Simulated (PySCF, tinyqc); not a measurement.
Starting guesses with DIIS over 6 matrices: SCF starting guesses in the sto-6g basis, for H4, spin multiplicity 1. Computed by the program tinyqc with PySCF. RHF with one setting changed at a time; a run stops when the energy changes by less than 1e-09 hartree and the error matrix is below 1e-5. Starts: the lowest orbitals of the core Hamiltonian, of the Wolfsberg-Helmholz matrix (K = 1.75), projected atomic densities, random orbitals, and the highest orbitals of the core Hamiltonian (a deliberately bad start).

Geometry (angstrom):

| atom | x | y | z |
|---|---|---|---|
| H | 0.0000 | 0.0000 | 0.0000 |
| H | 0.0000 | 0.0000 | 1.5720 |
| H | 0.0000 | 2.4560 | 0.0000 |
| H | 0.0000 | 2.4560 | 1.5720 |

lowest restricted solution found by these runs and by PySCF = -1.789789 hartree

Largest element of the error matrix X^T (FDS - SDF) X:

| iteration | core | Wolfsberg-Helmholz | atomic densities | random | highest core orbitals |
|---|---|---|---|---|---|
| 1 | 5.2e-15 | 2.2e-15 | 1.8e-16 | 2.7e-01 | 1.8e-15 |
| 2 | 1.2e-15 | 7.0e-16 | 8.1e-16 | 3.4e-01 | 4.7e-15 |
| 3 | - | - | 1.3e-15 | 1.7e-01 | - |
| 4 | - | - | - | 1.5e-01 | - |
| 5 | - | - | - | 7.6e-02 | - |
| 6 | - | - | - | 1.5e-02 | - |
| 8 | - | - | - | 5.0e-04 | - |
| 10 | - | - | - | 5.8e-08 | - |

How each run ends:

| run | iterations | E (hartree) | state |
|---|---|---|---|
| core | 2 | -1.789789 | lowest found |
| Wolfsberg-Helmholz | 2 | -1.789789 | lowest found |
| atomic densities | 3 | -1.789789 | lowest found |
| random | 10 | -1.789789 | lowest found |
| highest core orbitals | 2 | -0.865365 | higher |

What does the comparison show, and why?

4 of 5 runs reach the lowest restricted solution found, in 2 to 10 iterations (fastest: core, Wolfsberg-Helmholz). Ending on a higher stationary point: highest core orbitals; a small error matrix cannot reveal that, and an occupation fixed by the start is kept by symmetry or by the shape of the basin. The first errors are 5e-15, 2e-15, 2e-16, 3e-01, 2e-15. The restricted reference is unstable here: a spin-polarised solution lies 0.1312 hartree lower (PySCF), so results built on it describe a poor reference.
